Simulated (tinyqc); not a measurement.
Inside a calculation. Model: capacitance measurement on a leaky thin oxide: effects of series resistance and leakage.

Numbers from tinyqc (`OMP_NUM_THREADS=1 python tinyqc.py 2022125 2022126 out.jsonl`; about 0.01 s on one thread of a shared Intel Xeon 2.30GHz). Printed values are rounded.

The device is a capacitance C in parallel with a leakage conductance G, in series with Rs and Ls. An impedance meter reports either a parallel pair (Cp, Gp) from Y = 1/Z = Gp + i w Cp or a series pair (Cs, Rm) from Z = Rm + 1/(i w Cs); w = 2 pi f, dissipation D = Gp/(w |Cp|).

Parameters, values chosen for the exercise; values of the order met in thin-oxide MOS capacitors:
```
symbol,value,unit,meaning
eox,7.43,,relative permittivity of the gate insulator (close to silicon nitride)
tox,2.5,nm,insulator thickness
A,400,um^2,gate area
zc,0.54,nm,oxide-equivalent thickness added by the accumulation layer
zp,0.4,nm,oxide-equivalent thickness added by gate depletion
Jg,0.00038,A/cm^2,"gate leakage current density, not matched to the thickness"
Vs,0.21,V,voltage for an e-fold rise of the leakage
Rs,18,ohm,series resistance
Ls,50,nH,series inductance
f,1e5,Hz,measuring frequency
```

Constants: eps0 = 8.8541878128e-14 F/cm where lengths are in cm. Results are converted to the units shown.

## True capacitance and conductance

EOT = 3.9 tox/eox; CET = EOT + zc + zp; C = 3.9 eps0 A/CET; G = Jg A/Vs.

EOT = 1.31225 nm
CET = 2.25225 nm
C = 6.13278 pF
G = 0.00723810 uS

## What the meter reports

Z = Rs + i w Ls + 1/(G + i w C).

Z = (0.00505-2.59514i) x 1e5 ohm
Cp = 6.13278 pF
Gp = 0.00750536 uS
Cs = 6.13280 pF
D = 0.00194776

Cp is within 0.01 % of C and Cs is within 0.01 % of it; G Rs = 1.30e-7, w C Rs = 6.94e-5 and G/(w C) = 0.00188.
